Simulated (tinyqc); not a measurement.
Hubbard chain of 3 sites, step by step. One step of it, computed by the program tinyqc.

Problem. The many-body Hamiltonian. Basis: all placements (u, d, 2, 0 on each site), up operators ordered before down ones; hops carry the sign of the same-spin electrons passed.

one-body matrix (hopping and site energies) (eV), lower triangle:
```
           1          2          3
1   0.340000
2  -0.780000  -0.130000
3   0.000000  -0.780000  -0.620000
```

U = 4.200000 eV

electrons, up and down: 2  1

Give: H.

Solution.

H (eV), lower triangle:
```
         2u0      u20      uud      20u      udu      u02      duu      02u
2u0   4.7500
u20  -0.7800   4.2800
uud   0.0000  -0.7800  -0.4100
20u  -0.7800   0.0000   0.0000   4.2600
udu   0.0000  -0.7800   0.0000  -0.7800  -0.4100
u02   0.0000   0.0000  -0.7800   0.0000  -0.7800   3.3000
duu   0.0000   0.0000   0.0000  -0.7800   0.0000   0.0000  -0.4100
02u   0.0000   0.0000   0.0000   0.0000  -0.7800   0.0000  -0.7800   3.3200
0u2   0.0000   0.0000   0.0000   0.0000   0.0000  -0.7800   0.0000  -0.7800

        0u2
0u2  2.8300
```
